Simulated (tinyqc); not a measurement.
Quantum-well laser, gain and threshold: one step of the calculation.

One electron and one heavy-hole subband per well, parabolic, with equal sheet densities n of electrons and holes; k-conserving transitions, TE polarisation, no line broadening, so the gain starts as a step at E0 and peaks there. All wells are pumped alike.

Question. Densities of states, saturated gain and threshold gain. Nc = me kB T/(pi hbar^2), Nv = mh kB T/(pi hbar^2), mr = me mh/(me + mh) in m0, g0(E) = q^2 Ep mr/(4 nr eps0 c hbar E Lw) (squared momentum element m0 Ep/4, joint density of states mr/(pi hbar^2 Lw) for both spins). Mirror loss am = ln(1/(R1 R2))/(2 Lc); threshold gain gth = (ai + am)/(Nw Gw).

Inputs (values chosen for the exercise); well values close to those of gallium arsenide:
- T = 300 K (temperature)
- E0 = 1.37 eV (lowest transition energy)
- me = 0.0653 m0 (in-plane electron mass)
- mh = 0.33 m0 (in-plane hole mass)
- Ep = 27.6 eV (Kane energy)
- nr = 3.38 (refractive index)
- Lw = 5 nm (well width)
- Nw = 5 (number of wells)
- Gw = 0.026 (optical confinement per well)
- ai = 20 1/cm (internal loss)
- Lc = 1000 um (cavity length)
- R1 = 0.05 (front reflectance)
- R2 = 0.9 (back reflectance)

Constants: q = 1.602176634e-19 C, kB = 1.380649e-23 J/K, eps0 = 8.8541878128e-12 F/m, hbar = 1.054571817e-34 J s, m0 = 9.1093837015e-31 kg, c = 299792458 m/s. Results are converted to the units shown.

Wanted: Nc; Nv; mr; g0(E0); am; gth.

Answer.

Nc = 7.052e11 cm^-2
Nv = 3.564e12 cm^-2
mr = 0.05451 m0
g0(E0) = 1.490e4 1/cm
am = 15.51 1/cm
gth = 273.1 1/cm

Computed by the program tinyqc: `OMP_NUM_THREADS=1 python tinyqc.py 2840128 2840129 out.jsonl`, one thread of a shared Intel Xeon 2.30GHz, about 0.02 s for the whole run.
